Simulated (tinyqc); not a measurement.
Worked calculation: RKS/LDA (VWN5) in the sto-6g basis, for BeH2, spin multiplicity 1. One step of it, computed by the program tinyqc.

Task: Orthogonalisation. S = U s U^T; symmetric (Loewdin) form X = U s^(-1/2) U^T, so that X^T S X = 1.

overlap S:
```
           1Be 1s    1Be 2s   1Be 2px    1Be 2py   1Be 2pz     2H 1s      3H 1s
1Be 1s   1.000000  0.254764  0.000000   0.000000  0.000000  0.030046   0.032817
1Be 2s   0.254764  1.000000  0.000000   0.000000  0.000000  0.315330   0.328505
1Be 2px  0.000000  0.000000  1.000000   0.000000  0.000000  0.000000   0.000000
1Be 2py  0.000000  0.000000  0.000000   1.000000  0.000000  0.399014  -0.412242
1Be 2pz  0.000000  0.000000  0.000000   0.000000  1.000000  0.000000   0.000000
2H 1s    0.030046  0.315330  0.000000   0.399014  0.000000  1.000000   0.009956
3H 1s    0.032817  0.328505  0.000000  -0.412242  0.000000  0.009956   1.000000
```

Give: eigenvalues of S; X.

Result:

eigenvalues of S: 0.4204  0.5011  0.9646  1.0000  1.0000  1.5421  1.5719

X:
```
          1Be 1s   1Be 2s  1Be 2px  1Be 2py  1Be 2pz    2H 1s    3H 1s
1Be 1s    1.0272  -0.1446   0.0000   0.0004   0.0000   0.0190   0.0193
1Be 2s   -0.1446   1.1224   0.0000  -0.0058   0.0000  -0.1835  -0.1953
1Be 2px   0.0000   0.0000   1.0000   0.0000   0.0000   0.0000   0.0000
1Be 2py   0.0004  -0.0058   0.0000   1.1664   0.0000  -0.2566   0.2683
1Be 2pz   0.0000   0.0000   0.0000   0.0000   1.0000   0.0000   0.0000
2H 1s     0.0190  -0.1835   0.0000  -0.2566   0.0000   1.1243  -0.0428
3H 1s     0.0193  -0.1953   0.0000   0.2683   0.0000  -0.0428   1.1358
```
